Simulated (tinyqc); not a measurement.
Against temperature: two-band model of a narrow-gap semiconductor with electrons and holes. Computed by tinyqc, a small Python program. Command: `OMP_NUM_THREADS=1 python tinyqc.py 3030058 3030059 out.jsonl bipolar walk`. One thread of a shared host (Intel(R) Xeon(R) Processor @ 2.30GHz), about 0.05 s of CPU time with the checks.

Two parabolic bands with acoustic scattering (r = -1/2, a = 0), a gap that does not change with T, and fully ionised dopants. Melting is ignored, so values above the melting point are formal, and kappa_L does not change with T. eta_n = (E_F - E_c)/(k_B T), eta_p = -eta_n - E_g/(k_B T).

Inputs (values chosen for the exercise, modelled on Bi2Te3):
```
quantity,value,unit
electron mass m_n,0.88,m_0
hole mass m_p,1.1,m_0
"electron mobility parameter mu_300,n",520,cm^2/(V s)
"hole mobility parameter mu_300,p",340,cm^2/(V s)
temperature exponent p,1.5,-
band gap E_g,0.15,eV
net doping N,1.4e+17,1/cm^3
lattice thermal conductivity kappa_L,0.69,W/(m K)
```

Doping: n-type.

Constants: k_B = 8.617333262e-05 eV/K; m_0 = 9.1093837015e-31 kg; k_B = 1.380649e-23 J/K; hbar = 1.054571817e-34 J s; e = 1.602176634e-19 C.

Method:
- With x = E/(k_B T), a = alpha k_B T (0 for a parabolic band), G = x (1 + a x), D = 1 + 2 a x and <y> = int y f (1 - f) dx, f = 1/(1 + exp(x - eta)): tau = tau_0 G^r/D; transport function s = G^(3/2 + r)/D^2; n = N_0 <G^(3/2)> with N_0 = (2 m k_B T)^(3/2)/(3 pi^2 hbar^3).
- Integrals over x = E/(k_B T) use 160 Gauss-Legendre points in u = sqrt(x) from 0 to sqrt(max(eta, 0) + 32).
- sigma = e mu_0 N_0 <s> with mu_0 = e tau_0/m = mu_300 (T/300 K)^(-p); |S| = (k_B/e)(<x s>/<s> - eta); Lorenz number L = (k_B/e)^2 (<x^2 s>/<s> - (<x s>/<s>)^2); kappa_e = L sigma T; zT = S^2 sigma T/(kappa_L + kappa_e).
- Neutrality: n - p = N, with n = N_0(m_n) <x^(3/2)> at eta_n and p = N_0(m_p) <x^(3/2)> at eta_p.
- Both bands together (these totals replace the one-band zT): sigma = sigma_n + sigma_p; S = (sigma_p |S_p| - sigma_n |S_n|)/sigma; kappa_bip = (sigma_n sigma_p/sigma)(|S_n| + |S_p|)^2 T; kappa_e = (L_n sigma_n + L_p sigma_p) T; zT = S^2 sigma T/(kappa_L + kappa_e + kappa_bip); weak-field R_H = (r_p sigma_p^2/p - r_n sigma_n^2/n)/(e sigma^2), where the Hall factors r_n and r_p are <x^(3/2)> <x^(1/2)>/<s>^2.

The same sample:
```
T (K),n (1/cm^3),p (1/cm^3),sigma (S/cm),S (microvolt/K),kappa_bip (W/(m K)),zT,R_H (cm^3/C)
150,1.4469e+17,4.6939e+15,26.12,-482.74,1.4466e-02,0.12854,-4.7986e+01
200,2.5464e+17,1.1464e+17,37.84,-249.60,1.5993e-01,0.05475,-1.3867e+01
250,6.4107e+17,5.0107e+17,79.41,-127.81,3.9916e-01,0.02898,-3.3203e+00
300,1.3918e+18,1.2518e+18,137.36,-90.64,6.9395e-01,0.02342,-1.2743e+00
350,2.5645e+18,2.4245e+18,203.84,-74.60,1.0267e+00,0.02177,-6.4165e-01
400,4.1860e+18,4.0460e+18,273.52,-65.60,1.3823e+00,0.02105,-3.7866e-01
500,8.7814e+18,8.6414e+18,410.10,-55.48,2.1255e+00,0.02019,-1.7398e-01
600,1.5097e+19,1.4957e+19,533.81,-49.71,2.8824e+00,0.01949,-9.9282e-02
750,2.7484e+19,2.7344e+19,690.14,-44.46,4.0152e+00,0.01860,-5.3587e-02
900,4.2968e+19,4.2828e+19,815.33,-41.18,5.1364e+00,0.01787,-3.3885e-02
1050,6.1175e+19,6.1035e+19,916.12,-38.93,6.2459e+00,0.01729,-2.3601e-02
1200,8.1821e+19,8.1681e+19,998.31,-37.29,7.3459e+00,0.01682,-1.7533e-02
```

Among the rows where S keeps the majority sign, zT is largest at 150 K (the edge of those rows) and |S| at 150 K (an edge of the table). kappa_bip reaches 7.35 W/(m K) at the last row, 10.6 times kappa_L.

Extremes, crossings and ranges named in words are read from the listed rows.
